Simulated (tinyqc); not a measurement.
Longitudinal sound in a periodic multilayer: transfer matrices, stop bands and folded phonons: one step, computed by the program tinyqc. Command: `OMP_NUM_THREADS=1 python tinyqc.py 3020096 3020097 out.jsonl multilayer walk`. One thread of a shared host (Intel(R) Xeon(R) Processor @ 2.30GHz), about 0.01 s of CPU time with the checks.

Layers 1 and 2 repeat with period d = d_1 + d_2; waves travel normal to the layers, without loss. State vector (u, s): displacement u and stress divided by omega. Impedances Z = rho v are in 1e6 kg/(m^2 s).

Question. Transfer matrix of one period. A layer maps (u, s) by [[cos p, sin p/Z], [-Z sin p, cos p]], p = 2 pi f d_i/v_i; one period is M = M_2 M_1, and cos(q d) = trace(M)/2.

Inputs (values chosen for the exercise, modelled on silica (layer 1), silicon nitride (layer 2) and silicon (substrate)): velocity v_1 = 5960 m/s; thickness d_1 = 602 nm; velocity v_2 = 9890 m/s; thickness d_2 = 1010 nm; frequency f = 1.62 GHz.

Z_2 = 31.0546

Z_1 = 13.1716

Give: phase p_1; phase p_2; M; trace(M)/2.

Answer.

phase p_1 = 1.0281 rad

phase p_2 = 1.0395 rad

M:
```
[[-0.051484, 0.047277],
 [-19.541, -1.4790]]
```

trace(M)/2 = -0.76524

|trace/2| < 1: f lies in a pass band, with q d = 2.4422 rad (folded into 0 to pi).
